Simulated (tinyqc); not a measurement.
Worked calculation: lattice vibrations of a chain. One step of it, computed by the program tinyqc.

Question. Frequencies. omega^2 are the eigenvalues; wavenumber = 521.4708 sqrt(eigenvalue) 1/cm.

D(q) (eV/(angstrom^2 u)):
```
                     1                    2                    3
1             0.788952  -0.401710+0.020749i  -0.228350+0.214877i
2  -0.401710-0.020749i             0.512322  -0.103356+0.018532i
3  -0.228350-0.214877i  -0.103356-0.018532i             0.390960
```

Give: eigenvalues; wavenumbers; weights |e|^2 of the mass-weighted modes.

Answer.

eigenvalues: 0.021  0.533  1.138

wavenumbers (1/cm): 75.7  380.7  556.4

weights |e|^2 of the mass-weighted modes:
```
        mode 1  mode 2  mode 3
atom 1   0.298   0.026   0.675
atom 2   0.325   0.435   0.241
atom 3   0.377   0.539   0.084
```
